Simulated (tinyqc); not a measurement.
Inside a calculation. Model: metal-interlayer-semiconductor contact, depinning against tunnelling resistance.

Computed by the program tinyqc: `OMP_NUM_THREADS=1 python tinyqc.py 2270089 2270090 out.jsonl`, one thread of a shared Intel Xeon 2.30GHz, about 0.02 s for the whole run. Printed values are rounded.

Zero bias, n-type semiconductor. Gap states at the semiconductor surface thin out as exp(-be ti), which unpins the barrier; electrons must then cross the interlayer (a rectangular barrier, no voltage drop across it) and the parabolic depleted layer, both by WKB. Energies E are counted from the Fermi level; no image force, parabolic bands.

Parameters, values chosen for the exercise; semiconductor values close to those of gallium arsenide; interlayer mass of the order of that in aluminium oxide, offset chosen freely: temperature T = 400 K; band gap Eg = 1.41 eV; relative permittivity eps_r = 13.2; electron affinity chi = 3.99 eV; conduction-band density of states at T Nc = 6.77e17 cm^-3; tunnelling mass in the semiconductor mt = 0.0696 m0; Richardson mass mA = 0.0673 m0; donor density Nd = 1.7e18 cm^-3; charge-neutrality level above the valence band E0 = 0.52 eV; pinning factor without interlayer S0 = 0.097; metal work function phiM = 4.43 eV; interlayer thickness ti = 0.5 nm; conduction-band offset of the interlayer above the semiconductor dE = 2.54 eV; tunnelling mass in the interlayer mi = 0.36 m0; decay constant of gap states through the interlayer be = 1.7 1/nm.

Constants: q = 1.602176634e-19 C, kB = 1.380649e-23 J/K, eps0 = 8.8541878128e-12 F/m, hbar = 1.054571817e-34 J s, h = 6.62607015e-34 J s, m0 = 9.1093837015e-31 kg, Vt = kB T/q, hbar^2/(2 m0) = 0.0380998212 eV nm^2. Results are converted to the units shown.

## Pinning, barrier and scales

S = 1/(1 + (1/S0 - 1) exp(-be ti)); phiB = S (phiM - chi) + (1 - S)(Eg - E0); xi = Ec - EF deep inside, from Nd = Nc F(-xi/Vt), F(x) = (2/sqrt(pi)) int_0^infinity sqrt(u) du/(1 + exp(u - x)); band bending U = phiB - xi; E00 = (hbar/2) sqrt(Nd/(eps0 eps_r mt m0)) in volts; A = 4 pi q mA m0 kB^2/h^3.

S = 0.200847
phiB = 0.799619 eV
xi = -0.0613376 eV
U = 0.860957 eV
E00 = 0.0252557 eV
A = 8.08766 A/(cm^2 K^2)

The interlayer moves the barrier from 0.846 eV to 0.800 eV; the unpinned limit is phiM - chi = 0.440 eV. E00/Vt = 0.733: by the usual rule of thumb (0.5 to 5) thermionic-field emission.

## Exponents and integrand on an energy grid

E, point 0 to 14 (eV): 0.07  0.12286  0.17571  0.22857  0.28143  0.33429  0.38714  0.44  0.49286  0.54571  0.59857  0.65143  0.70429  0.75714  0.81

With U = phiB - xi: for xi < E < phiB, y = (E - xi)/U and G1 = (U/E00) [sqrt(1 - y) - y ln((1 + sqrt(1 - y))/sqrt(y))], G1 = 0 above phiB; G2 = 2 ti sqrt(mi max(phiB + dE - E, 0)/C), C = hbar^2/(2 m0); f = 1/(1 + exp(E/Vt)); integrand exp(-G1 - G2) f.

```
point       G1       G2            f  integrand (1e-11)
0      23.0990  5.55825     0.116008            0.00416
1      19.9708  5.51314    0.0275363            0.02357
2      17.1862  5.46766   0.00607443            0.08812
3      14.6771  5.42180   0.00131696            0.24589
4      12.4034  5.37554   2.84456e-4            0.54041
5      10.3384  5.32888   6.13910e-5            0.96357
6       8.4645  5.28182   1.32509e-5            1.42008
7       6.7687  5.23432   2.85919e-6            1.75144
8       5.2440  5.18639   6.16932e-7            1.82128
9       3.8871  5.13802   1.33155e-7            1.60250
10      2.6981  5.08918   2.87309e-8            1.19222
11      1.6833  5.03987   6.19931e-9            0.74560
12      0.8568  4.99008   1.33763e-9            0.38643
13      0.2516  4.93979  2.88706e-10            0.16065
14      0.0000  4.88897  6.22944e-11            0.04690
```

## Contact resistivity

1/rho_c = (A T^2/Vt^2) I, with I the trapezoid sum of the integrand over the grid.

I = 5.79698e-12 eV
rho_c = 158.39 ohm cm^2

A fine grid from xi upwards gives rho_c = 157.8 ohm cm^2; the coarse value is 0.37 % above it. The integrand peaks at E = 0.48 eV, and 0.38 % of the current flows above phiB. Tunnelling through the interlayer costs a factor of 182 at this barrier height; the bare contact (ti = 0) has rho_c = 2.68 ohm cm^2, so with the interlayer rho_c is 58.8 times that.
